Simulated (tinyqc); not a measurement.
# Transfer-length model of a contact: two studies

A metal contact of length d and width W on a thin layer of the same width. The metal has no resistance, the sheet resistance under it equals Rsh, and current enters the layer at the front edge x = 0.

Parameters, values chosen for the exercise:
```
symbol   value      unit                                      meaning
Rsh        110    ohm/sq  sheet resistance of the semiconductor layer
rc      2.5e-8  ohm cm^2                 specific contact resistivity
d         0.56        um                               contact length
W          1.3        um                                contact width
```

Each table varies one quantity; the others keep the values above.

## Effect of the contact resistivity

Transfer length Lt = sqrt(rc/Rsh); front resistance Rc = (Rsh Lt/W) coth(d/Lt); end resistance Re = (Rsh Lt/W)/sinh(d/Lt).

Effect of the contact resistivity:
```
rc (ohm cm^2)  Lt (um)    d/Lt  Rc W (ohm um)
6.7e-10        0.02468   22.69          2.715
1.7e-9         0.03931   14.24          4.324
4.4e-9         0.06325   8.854          6.957
1.1e-8          0.1000   5.600          11.00
2.9e-8          0.1624   3.449          17.90
7.3e-8          0.2576   2.174          29.08
1.9e-7          0.4156   1.347          52.34
4.8e-7          0.6606  0.8477          105.3
1.2e-6           1.044  0.5362          234.4
```

Read the table: what changes, and by how much?

Rc W rises from 2.71 to 234 ohm um, as rc^(0.50) between the first two rows (d/Lt = 23) and rc^(0.87) between the last two (d/Lt = 0.54); a long contact gives the power 1/2 and a short one 1.

## Effect of the contact length

Same model as above.

Result of one run:
```
d (um)    d/Lt  Rc W (ohm um)  rc/d (ohm um)   Re/Rc
0.033   0.2189          76.96          75.76  0.9765
```

What becomes of these results when the contact length d is changed from 0.033 to 0.084 um, all else the same?

Result of the changed run:
```
d (um)    d/Lt  Rc W (ohm um)  rc/d (ohm um)   Re/Rc
0.084   0.5572          32.78          29.76  0.8626
```

The whole series:
```
d (um)    d/Lt  Rc W (ohm um)  rc/d (ohm um)     Re/Rc
0.021   0.1393          119.8          119.0    0.9904
0.033   0.2189          76.96          75.76    0.9765
0.053   0.3516          49.10          47.17    0.9412
0.084   0.5572          32.78          29.76    0.8626
0.13    0.8623          23.78          19.23    0.7166
0.21     1.393          18.76          11.90    0.4678
0.34     2.255          16.95          7.353    0.2074
0.54     3.582          16.61          4.630   0.05560
0.86     5.705          16.58          2.907  0.006661
```

Rc W falls from 120 to 16.6 ohm um, as d^(-0.98) between the first two rows. It levels off at sqrt(rc Rsh) = 16.6 ohm um and, among the rows, is within 5 % of that from d = 0.34 um on (Lt = 0.151 um): metal beyond two transfer lengths lowers Rc by less than 4 %.

tinyqc, about 0.01 s, one thread, Intel Xeon 2.30GHz (shared host): `OMP_NUM_THREADS=1 python tinyqc.py 2760072 2760073 out.jsonl`
